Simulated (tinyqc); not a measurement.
Millisecond and nanosecond annealing: surface heating, thermal budget and solid-phase regrowth. Changing the incident fluence. Computed by tinyqc, a small Python program. Command: `OMP_NUM_THREADS=1 python tinyqc.py 3003087 3003088 out.jsonl flash sweep`. One thread of a shared host (Intel(R) Xeon(R) Processor @ 2.30GHz), about 0.03 s of CPU time with the checks.

A square pulse heats the surface of a thick wafer with constant thermal properties; losses by radiation are neglected and silicon melts at 1414 C.

Inputs (values chosen for the exercise, modelled on hot silicon with arsenic):
```
quantity                    value        unit
pulse length t_p            2e-08           s
reflectance R                 0.4           -
thermal conductivity k        0.3    W/(cm K)
heat capacity per volume c   2.31  J/(cm^3 K)
preheat temperature T0        400           C
dopant prefactor D0          10.8      cm^2/s
dopant activation energy E      4          eV
regrowth prefactor v0       6e+08        cm/s
regrowth energy E_v          2.68          eV
```

Source: pulsed laser.

Constants: k_B = 8.617333262e-05 eV/K.

Method:
- Absorbed flux q = (1 - R) fluence/t_p; kappa = k/c. With f(z, t) = (2 q/k) sqrt(kappa t) ierfc(z/(2 sqrt(kappa t))), ierfc(x) = exp(-x^2)/sqrt(pi) - x erfc(x): T = T0 + f(z, t) during the pulse and T0 + f(z, t) - f(z, t - t_p) after it.
- At the surface the rise at the end of the pulse is 2 q sqrt(t_p/(pi k c)); the fluence that just melts the surface scales with (1414 - T0).
- Temperatures in kelvin are T(C) + 273.15.
- Integrate exp(-E/(k_B T(t))) at the surface from 0 to 10 t_p (Gauss-Legendre, 60 points in sqrt(t) up to t_p and 60 in sqrt(t - t_p) after it). (Dt) = D0 x integral with E; regrowth = v0 x integral with E_v; effective time = integral/exp(-E/(k_B T_peak)).

One run for each value; columns: (1) incident fluence (J/cm^2); (2) peak temperature (C); (3) diffusion length 2 sqrt(Dt) (nm); (4) possible regrowth (nm); (5) effective time over t_p:
```
(1)        (2)        (3)         (4)      (5)
0.0870   900.3  0.0000081  6.2835e-05  0.11429
0.0964   954.4  0.0000192  1.9848e-04  0.11258
0.1060  1009.6  0.0000431  5.8411e-04  0.11152
0.1150  1061.3  0.0000867  1.4871e-03  0.11102
0.1250  1118.8  0.0001777  3.8846e-03  0.11087
0.1340  1170.6  0.0003232  8.6574e-03  0.11103
0.1440  1228.1  0.0005995  1.9816e-02  0.11147
0.1530  1279.9  0.0010061  3.9697e-02  0.11206
0.1620  1331.6  0.0016346  7.6162e-02  0.11279
```

Over the rows, peak temperature (C) rises from 900 to 1330 (exponent d ln y / d ln x 0.57 between the first rows and 0.69 between the last); diffusion length 2 sqrt(Dt) (nm) rises from 8.09e-6 to 0.00163 (exponent d ln y / d ln x about 8.5 throughout); possible regrowth (nm) rises from 6.28e-5 to 0.0762 (exponent d ln y / d ln x about 11 throughout). Regrowth rises by a factor 1210 and (Dt) by 40900: the process with the higher activation energy gains more from a hotter peak.

Caution (all rows): equilibrium diffusivities are used; implant damage enhances diffusion, and k and c vary with temperature. Caution (all rows): a diffusion length below the atomic spacing of 0.235 nm means about one jump per atom or fewer, so the profile does not change measurably. Caution (rows 0.134, 0.144, 0.153, 0.162): the peak lies above 1150 C, and amorphous silicon melts some 200 to 250 K below the crystal, so a layer that has not regrown before the peak may melt instead.

Extremes, crossings and ranges named in words are read from the listed rows.
